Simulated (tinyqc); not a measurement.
# Internal photoemission over an interface barrier: threshold and yield against field

Electrons are excited from a metal over the barrier Phi(F) = P0 - sqrt(q F/(4 pi eps0 ei)), whose top lies at xm = sqrt(q/(16 pi eps0 ei F)). The yield is Y = A (hv - Phi)^p exp(-xm/l), with A = 1 here.

The yield is taken at hv = 1.79 eV.

Values chosen for this exercise; dielectric values close to those of hafnium oxide:
```
symbol,value,unit,meaning
P0,1.49,eV,barrier at zero field
ei,3.73,,image-force permittivity
p,2,,exponent of the yield
l,1.3,nm,scattering length in the image well
```

Constants: q = 1.602176634e-19 C, eps0 = 8.8541878128e-14 F/cm where lengths are in cm. Results are converted to the units shown.

Threshold and yield against field:
```
F (MV/cm)  sqrt(F) ((MV/cm)^0.5)  Phi (eV)  xm (nm)         Y
0.1                      0.31623    1.4279   3.1066  0.012020
0.19                     0.43589    1.4044   2.2538  0.026269
0.35                     0.59161    1.3738   1.6606  0.048299
0.64                     0.80000    1.3328   1.2280  0.081272
1.2                       1.0954    1.2748  0.89681   0.13317
2.1                       1.4491    1.2053  0.67793   0.20297
3.9                       1.9748    1.1020  0.49746   0.32286
7.2                       2.6833   0.96279  0.36612   0.51633
```

Phi is linear in sqrt(F) with slope -0.196 eV and intercept P0 = 1.49 eV. The yield grows by a factor of 43.0, of which 8.23 comes from less scattering, as xm shrinks from 3.11 to 0.366 nm, and the rest from the lower barrier. For F = 7.2 xm is within about two atomic layers of the interface, where the classical image potential fails.

tinyqc, about 0.01 s, one thread, Intel Xeon 2.30GHz (shared host): `OMP_NUM_THREADS=1 python tinyqc.py 2410170 2410171 out.jsonl`
